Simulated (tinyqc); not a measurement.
Worked calculation: donors with valley-orbit split 1s states. Values are carried at full precision from step to step, so a last printed digit may differ when a step is redone from the rounded ones.

Each donor binds at most one electron, in any of its states. For a site s, W_s = sum over its states of g exp(E/kT), and the ionised share is 1/(1 + W_s exp(eta)), eta = (EF - Ec)/kT; n = Nc F_1/2(eta); neutrality n + NA = ND x (mean ionised share); holes are neglected. Nc from N = 2 (m kB T/(4 pi c))^(3/2) with c = hbar^2/2m0, in 1/angstrom^3; times 1e24 for 1/cm^3, m = md. F_j(eta) = (1/Gamma(j + 1)) integral_0^infinity x^j dx/(1 + exp(x - eta)), which tends to exp(eta) for eta << 0.

Constants: hbar^2/2m0 = 3.80998211 eV angstrom^2; kB = 8.617333262e-05 eV/K.

Parameters, chosen for this exercise (near those of As in Si; shifted at random, so the results belong to these values and not to a real crystal):
```
symbol  value               unit        meaning
md      1.064               m0          density-of-states mass of the conduction band
E       (55.9, 34.1, 32.9)  meV         binding energies of 1s(A1), 1s(T2), 1s(E)
g       (2, 6, 4)                       their degeneracies with spin
T       500                 K
ND      1.3e+15             1/cm^3      donors
NA      0                   1/cm^3      compensating acceptors, all ionised
mu0     68                  cm^2/(V s)  mobility at heavy doping
mu1     1408                cm^2/(V s)  mobility at light doping and 300 K
Nr      8.7e+16             1/cm^3      reference doping
de      0.72                            doping exponent
ga      2.3                             temperature exponent
```

## Partition sums of the neutral donor

Give each term g exp(E/kT), W_s, and the effective degeneracy W_s exp(-E_ground/kT).

Nc = 5.9259e+19 1/cm^3

terms: 1s(A1) 7.319, 1s(T2) 13.24, 1s(E) 8.584

W_s: donor 29.142

effective degeneracy: donor 7.963

The ground state alone would give 2 and all states together 12; here the excited states hold 75 % of the bound electrons.

## Neutrality

Solve for eta.

eta = -10.728
n = 1.30e+15 1/cm^3

ionised share: donor 0.999

n is 0.999 of ND - NA.

## Mobility and resistivity

Mobility (Caughey-Thomas form): mu = mu0 + (mu1 (T/300)^(-ga) - mu0)/(1 + ((ND + NA)/Nr)^de); rho = 1/(e n mu), e = 1.602176634e-19 C.

Compare with full ionisation, n = ND - NA.

mu = 417.9 cm^2/(V s)
rho = 11.5 ohm cm
rho at full ionisation = 11.5 ohm cm

Incomplete ionisation raises rho by a factor 1.

## Checks

- n at ND = 1e13 1/cm^3 against the root of n^2 = (Nc/W)(ND - n) (1/cm^3): both 1.000e+13.

Run: tinyqc, `OMP_NUM_THREADS=1 python tinyqc.py 1651491 1651492 out.jsonl`; Intel(R) Xeon(R) Processor @ 2.30GHz, one thread, shared host; about 0.01 s of CPU time with all checks.
